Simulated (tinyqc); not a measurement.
Field-effect mobility of a thin-film transistor with band-tail and deep states (multiple trapping): one step, computed by the program tinyqc. Command: `OMP_NUM_THREADS=1 python tinyqc.py 3018327 3018328 out.jsonl tft walk`. One thread of a shared host (Intel(R) Xeon(R) Processor @ 2.30GHz), about 0.08 s of CPU time with the checks.

A thick film in accumulation at small drain voltage. Only free electrons move; trapped ones still screen the gate. N_c and mu_0 are held fixed when T changes, leaving out the T^(3/2) growth of N_c. x = E_0 - psi is the distance of the Fermi level below the band edge.

Task: Free and trapped densities. F_j(eta) = int_0^infinity x^j/(1 + exp(x - eta)) dx, without a gamma-function factor. Integrals over x = E/(k_B T) use 160 Gauss-Legendre points in u = sqrt(x) from 0 to sqrt(max(eta, 0) + 32). Free n(x) = N_c (2/sqrt(pi)) F_1/2(-x/k_B T), with F_1/2 from its two-term series in exp(-x/k_B T) for x >= 12 k_B T; tail n_t(x) = int_0^1.2eV g_t exp(-E/E_t)/(1 + exp((x - E)/k_B T)) dE, E counted down from the edge, 120 Gauss-Legendre points; deep charge g_d psi; space charge rho(psi) = n + n_t + g_d psi less its value at psi = 0.

Inputs (values chosen for the exercise, modelled on amorphous silicon): effective density of states N_c = 1.8e+20 1/cm^3; tail density at the edge g_t = 4.5e+21 1/(eV cm^3); tail width E_t = 36 meV; temperature T = 300 K.

Deep states: included.

Constants: k_B = 8.617333262e-05 eV/K.

Give: Local densities at x = 0.4, 0.3, 0.2, 0.15, 0.1, 0.05, 0 and -0.05 eV.

Result:

Local densities at x = 0.4, 0.3, 0.2, 0.15, 0.1, 0.05, 0 and -0.05 eV:
```
x (eV)  n (1/cm^3)  n_t (1/cm^3)  n/(n + n_t)
0.40     3.432e+13     6.976e+15       0.0049
0.30     1.642e+15     1.097e+17       0.0148
0.20     7.859e+16     1.645e+18       0.0456
0.15     5.432e+17     6.072e+18       0.0821
0.10     3.734e+18     2.076e+19       0.1524
0.05     2.479e+19     5.980e+19       0.2930
0.00     1.377e+20     1.194e+20       0.5356
-0.05    4.911e+20     1.530e+20       0.7624
```

E_t/k_B T = 1.39: deep in the tail n_t follows exp(-x/E_t), more slowly than n, so the free share grows as the Fermi level rises.
